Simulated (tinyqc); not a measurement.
Ranking of structures: pair-potential crystal by lattice sums. Computed by tinyqc, a small Python program. Command: `OMP_NUM_THREADS=1 python tinyqc.py 3016556 3016557 out.jsonl pairsum walk`. One thread of a shared host (Intel(R) Xeon(R) Processor @ 2.30GHz), about 0.02 s of CPU time with the checks.

Energy per atom E = (1/2) sum over neighbours of phi(r); d is the nearest-neighbour distance.

Inputs (values chosen for the exercise, for model atoms):

| quantity | value | unit |
|---|---|---|
| well depth eps | 0.0309 | eV |
| pair minimum r0 | 2.48 | angstrom |
| cut-off r_c/r0 | 2.16 | - |
| stiffness alpha r0 | 4.9 | - |

Potential: Morse. Structure: hcp.

Constants: 1 eV/angstrom^3 = 160.2176634 GPa.

Method:
- phi0(r) = eps [exp(-2 alpha (r - r0)) - 2 exp(-alpha (r - r0))]; shifted-force cut-off: phi(r) = phi0(r) - phi0(r_c) - (r - r_c) phi0'(r_c) for r < r_c, zero beyond.
- Shells (distance in units of d, count): fcc 1.0000 (12), 1.4142 (6), 1.7321 (24), 2.0000 (12), 2.2361 (24), 2.4495 (8), 2.6458 (48), 2.8284 (6), 3.0000 (36), 3.1623 (24); hcp 1.0000 (12), 1.4142 (6), 1.6330 (2), 1.7321 (18), 1.9149 (12), 2.0000 (6), 2.2361 (12), 2.3805 (12), 2.4495 (6), 2.5166 (6), 2.5820 (12), 2.6458 (24), 2.7080 (6), 2.8868 (12), 3.0000 (12), 3.1091 (24), 3.1623 (12); bcc 1.0000 (8), 1.1547 (6), 1.6330 (12), 1.9149 (24), 2.0000 (8), 2.3094 (6), 2.5166 (24), 2.5820 (24), 2.8284 (24), 3.0000 (32); sc 1.0000 (6), 1.4142 (12), 1.7321 (8), 2.0000 (6), 2.2361 (24), 2.4495 (24), 2.8284 (12), 3.0000 (30), 3.1623 (24); diamond 1.0000 (4), 1.6330 (12), 1.9149 (12), 2.3094 (6), 2.5166 (12), 2.8284 (24), 3.0000 (16). Volumes per atom in d^3: fcc 0.70711, hcp 0.70711, bcc 0.76980, sc 1.00000, diamond 1.53960; hcp has the ideal c/a. Every shell inside the cut-off is summed.
- Equilibrium: dE/dd = 0 at the lowest minimum with d between 0.78 r0 and 1.45 r0; B = d^2 E''(d)/(9 Omega).

Each structure at its own equilibrium:

| structure | neighbours | d (angstrom) | E (eV/atom) | volume (angstrom^3) | B (GPa) |
|---|---|---|---|---|---|
| fcc | 12 | 2.3943 | -0.21544 | 9.705 | 18.735 |
| hcp | 12 | 2.3934 | -0.21555 | 9.694 | 18.972 |
| bcc | 8 | 2.3315 | -0.21103 | 9.757 | 18.689 |
| sc | 6 | 2.2995 | -0.14740 | 12.159 | 10.173 |
| diamond | 4 | 2.3506 | -0.07647 | 19.996 | 3.268 |

What follows from these numbers?

The order is hcp < fcc < bcc < sc < diamond; hcp lies 0.11 meV below fcc. fcc (-0.215440 eV) and hcp (-0.215549 eV) share two shells and differ from the third on. Pair forces reward the number of bonds: diamond reaches only 35 % of the best binding. Caution: each structure is relaxed in d alone and may be unstable against shear; the tiny fcc-hcp difference depends on the cut-off.

Extremes, crossings and ranges named in words are read from the listed rows.
